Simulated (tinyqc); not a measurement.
Saddle-point parameters from gate and bias data.

Question. In a saddle-point contact at zero temperature mu - V0 = al (Vg - Vp), riser n is centred where this equals wy (n + 1/2), its largest slope is dg/dmu = pi/(2 wx) (neighbouring modes neglected), and in bias spectroscopy neighbouring risers meet at q V = wy. Find al, Vp and wx.

gate voltages at the middle of the first and second risers (V): [-2.2094444, -2.1483333]
largest dg/dVg on a riser = 56.548668 1/V
bias at which two neighbouring risers meet = 2.2 mV

Solution. The bias gives wy, the gate spacing then gives al = wy/(Vg2 - Vg1), and the slope gives wx = al pi/(2 dg/dVg).

lever arm al = 0.0360 eV/V
Vp = -2.24 V
wx = 1.00 meV

Computed by the program tinyqc: `OMP_NUM_THREADS=1 python tinyqc.py 2740109 2740110 out.jsonl`, one thread of a shared Intel Xeon 2.30GHz, about 0.05 s for the whole run.
